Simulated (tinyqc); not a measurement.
From results back to parameters: Penn model of the dielectric constant and Phillips ionicity. Two cases, with inputs chosen for the exercise.

Problem. eps was computed from a and a hidden C.

n = 32/a^3; Ep^2 = 8 pi c e2 n with c = hbar^2/2m0, e2 = e^2/(4 pi eps0); EF = c (3 pi^2 n)^(2/3); eps = 1 + (Ep/Eg)^2 S with S = 1 - Eg/(4 EF) + (Eg/(4 EF))^2/3, Eg the Penn gap. Core d shells are left out.

Phillips: bond length d = sqrt(3) a/4; homopolar gap Eh = 39.74 d^(-2.48) eV (d in angstrom); Eg^2 = Eh^2 + C^2; ionicity fi = C^2/Eg^2.

Constants: hbar^2/2m0 = 3.80998211 eV angstrom^2; e^2/(4 pi eps0) = 14.39964547 eV angstrom.

Find: Eg; Eh; C; fi.

Method. eps falls steadily with Eg, so one Eg fits; C^2 = Eg^2 - Eh^2.

Case 1.

Values chosen (out of a larger set: near those of SiC; not measured data): a = 4.353 angstrom (cubic lattice constant, 32 valence electrons a cell).

eps = 6.79790

Solution.

Eg = 9.051 eV
Eh = 8.251 eV
C = 3.72 eV
fi = 0.169

Case 2.

Values chosen (out of a larger set: near those of GaAs; not measured data): a = 5.672 angstrom (cubic lattice constant, 32 valence electrons a cell).

eps = 9.36014

Solution.

Eg = 5.082 eV
Eh = 4.280 eV
C = 2.74 eV
fi = 0.291

Computed by tinyqc, one run a case: `OMP_NUM_THREADS=1 python tinyqc.py N N+1 out.jsonl` with N = 1650485, 1650487; one thread of a shared Intel(R) Xeon(R) Processor @ 2.30GHz, about 0.01 s a run at most.
